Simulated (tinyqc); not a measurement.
Defect, radiative and Auger recombination at equal electron and hole densities (ABC model): sweeps and comparisons. A value that a table varies takes the place of the one given here.

J/(e d) = Ae n + B n^2 + C n^3 with Ae = A + 4 S/w (four side walls, carriers spread evenly), e = 1.602176634e-19 C, lengths in cm; internal efficiency IQE = B n^2/(Ae n + B n^2 + C n^3); all injected carriers recombine in the layer.

Parameters, chosen for this exercise (orders of magnitude like those quoted for InGaAs; the results hold for these values, not for the real material): A = 29000000 1/s (defect rate); B = 1.4e-10 cm^3/s (radiative coefficient); C = 4.1e-29 cm^6/s (Auger coefficient); S = 0 cm/s (recombination velocity of the side walls); w = 2.4 micrometre (side of the square mesa); d = 78 nm (active thickness); S2 = 1700 cm/s (recombination velocity of the side walls in this comparison); J = 1300 A/cm^2 (current density).

## Efficiency against current

The slope is d ln(B n^2)/d ln J = 2 (Ae + B n + C n^2)/(Ae + 2 B n + 3 C n^2).

Results:

| J (A/cm^2) | n (1/cm^3) | IQE | slope | differential lifetime (ns) |
|---|---|---|---|---|
| 0.20 | 5.38e+15 | 0.0253 | 1.950 | 32.8 |
| 0.70 | 1.78e+16 | 0.0790 | 1.852 | 29.4 |
| 3.0 | 6.32e+16 | 0.233 | 1.611 | 21.2 |
| 10 | 1.55e+17 | 0.420 | 1.372 | 13.3 |
| 50 | 4.21e+17 | 0.619 | 1.129 | 5.93 |
| 2.0e+02 | 8.75e+17 | 0.670 | 0.994 | 2.72 |
| 7.0e+02 | 1.58e+18 | 0.627 | 0.905 | 1.28 |
| 3.0e+03 | 2.97e+18 | 0.515 | 0.829 | 0.513 |
| 1.0e+04 | 4.82e+18 | 0.407 | 0.782 | 0.236 |
| 5.0e+04 | 8.88e+18 | 0.276 | 0.738 | 0.0819 |

IQE peaks at 0.67 for J = 185 A/cm^2, where the slope passes 1. It is 0.0253 at the lowest current and 0.276 at the highest, a droop of 59 %. The slope runs from 1.95 to 0.74; its limits are 2 (defects alone), 1 (radiation alone) and 2/3 (Auger alone). In the 3 rows above about 2e18 1/cm^3 the bands are degenerate: B saturates and stimulated emission, left out, would clamp n in a laser cavity.

## Shrinking the mesa

S = S2; w takes the values listed.

Results:

| w (micrometre) | Ae (1/s) | IQE_max | J at the peak (A/cm^2) | IQE at J |
|---|---|---|---|---|
| 200 | 2.93e+07 | 0.669 | 187 | 0.584 |
| 100 | 2.97e+07 | 0.667 | 190 | 0.584 |
| 50 | 3.04e+07 | 0.665 | 195 | 0.583 |
| 20 | 3.24e+07 | 0.658 | 210 | 0.581 |
| 10 | 3.58e+07 | 0.646 | 236 | 0.578 |
| 5 | 4.26e+07 | 0.626 | 290 | 0.571 |
| 2 | 6.30e+07 | 0.579 | 464 | 0.551 |
| 1 | 9.70e+07 | 0.526 | 787 | 0.519 |

The walls equal the bulk defect rate at w = 4 S/A = 2.34 micrometre. From 200 to 1 micrometre the peak efficiency falls from 0.669 to 0.526 and moves to a current 4.2 times higher; at the fixed J the efficiency goes from 0.584 to 0.519. For large w diffusion to the walls, left out here, would limit the loss.

## Spreading the carriers over a thicker layer

d is multiplied by the factor listed, at the same J.

Results:

| factor | n (1/cm^3) | defect | radiative | Auger |
|---|---|---|---|---|
| 0.10 | 5.34e+18 | 0.0149 | 0.384 | 0.601 |
| 0.20 | 4.07e+18 | 0.0227 | 0.446 | 0.531 |
| 0.50 | 2.80e+18 | 0.0390 | 0.528 | 0.433 |
| 1.0 | 2.08e+18 | 0.0581 | 0.585 | 0.357 |
| 2.0 | 1.53e+18 | 0.0854 | 0.631 | 0.283 |
| 5.0 | 9.95e+17 | 0.139 | 0.667 | 0.194 |
| 10 | 7.04e+17 | 0.196 | 0.666 | 0.137 |
| 20 | 4.87e+17 | 0.271 | 0.638 | 0.0909 |

The best factor listed is 5 (IQE 0.6668); the optimum factor equals J/J_peak = 7.04, a layer of 549 nm, since only J/d matters and the peak value 0.67 does not depend on d. A thicker layer trades Auger loss (0.601 to 0.0909) for defect loss (0.0149 to 0.271).

## What moves the efficiency

IQE_max = Q/(Q + 2) with Q = B/sqrt(Ae C), reached at n = sqrt(Ae/C). Each row changes one parameter from the base and keeps the others.

Results:

| case | n (1/cm^3) | IQE | IQE_max | J at the peak (A/cm^2) |
|---|---|---|---|---|
| base | 2.085e+18 | 0.5848 | 0.6700 | 185 |
| A = 58000000 1/s | 2.032e+18 | 0.5559 | 0.5894 | 420 |
| B = 2.1e-10 cm^3/s | 1.857e+18 | 0.6960 | 0.7528 | 247 |
| C = 8.2e-29 cm^6/s | 1.842e+18 | 0.4564 | 0.5894 | 105 |
| d = 156 nm | 1.532e+18 | 0.6314 | 0.6700 | 369 |
| J = 3900 A/cm^2 | 3.312e+18 | 0.4920 | 0.6700 | 185 |

The largest shifts from the base row, up to three for each result and ties (the steps differ in size, so this ranks the rows, not the parameters). n (1/cm^3): J +1.23e+18, d -5.53e+17, C -2.43e+17. IQE: C -0.128, B +0.111, J -0.0928. IQE_max: B +0.0828, A -0.0806, C -0.0806; unchanged at the printed digits by d and J. J at the peak (A/cm^2): A +235, d +185, C -79.7; unchanged at the printed digits by J.

tinyqc: `OMP_NUM_THREADS=1 python tinyqc.py 1682123 1682124 out.jsonl`; about 0.01 s, one thread, shared Intel(R) Xeon(R) Processor @ 2.30GHz.
